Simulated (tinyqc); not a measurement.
Wavelength: periodic multilayer mirror for extreme ultraviolet light.

s polarisation, vacuum above. q_j = sqrt(N_j^2 - sin^2 theta); interface r_jk = (q_j - q_k)/(q_j + q_k) exp(-2 (2 pi/lam)^2 q_j q_k sg^2) (Nevot-Croce; sg = 0 if not given); phase factor of a layer x_j = exp(4 pi i q_j d_j/lam). Each period has the spacer (thickness (1 - Gm) L) on top of the absorber (Gm L). In this recursion R is the amplitude; R in tables and results is the reflectance, its squared modulus. The substrate is of the spacer material. Starting with R = 0 in it, each interface upward gives R -> (r + R x)/(1 + r R x), x that of the layer below the interface (1 for the substrate).

Values chosen for the exercise (optical constants near those of Mo and Si at 13.5 nm; not measured data): dA = (0.0772, 0.00634) (delta and beta of the absorber, N = 1 - delta + i beta); dS = (0.0011, 0.00188) (delta and beta of the spacer and the substrate); L = 6.9 nm (period); Gm = 0.38 (absorber share of the period); theta = 0 degrees (angle from the normal); sg = 0.5 nm (interface roughness); Np = 30 (periods).

The optical constants are held fixed.

Reflectance:

| lam (nm) | R |
|---|---|
| 12.9 | 0.040 |
| 13.0 | 0.201 |
| 13.1 | 0.416 |
| 13.2 | 0.552 |
| 13.3 | 0.625 |
| 13.4 | 0.659 |
| 13.5 | 0.660 |
| 13.6 | 0.619 |
| 13.7 | 0.498 |
| 13.8 | 0.255 |
| 13.9 | 0.036 |
| 14.0 | 0.043 |
| 14.1 | 0.089 |
| 14.2 | 0.071 |
| 14.3 | 0.024 |

What can be read from this table?

The largest value listed is 0.660 at 13.5 nm, against lam_B = 2 L Re(mean q) = 13.386 nm; the peak lies on the long side, where the nodes of the standing wave fall in the absorber. R exceeds half of that from 13.1 to 13.7 nm of the wavelengths listed, at least 4.4 % of the wavelength; a chain of ten mirrors narrows it, since R^10 falls to half where R has lost only 7 %.

Computed by tinyqc, a small Python program: `OMP_NUM_THREADS=1 python tinyqc.py 1651915 1651916 out.jsonl` (the numbers bound the seed that draws the inputs); one thread of a shared host (Intel(R) Xeon(R) Processor @ 2.30GHz), about 0.01 s for the whole set of steps.
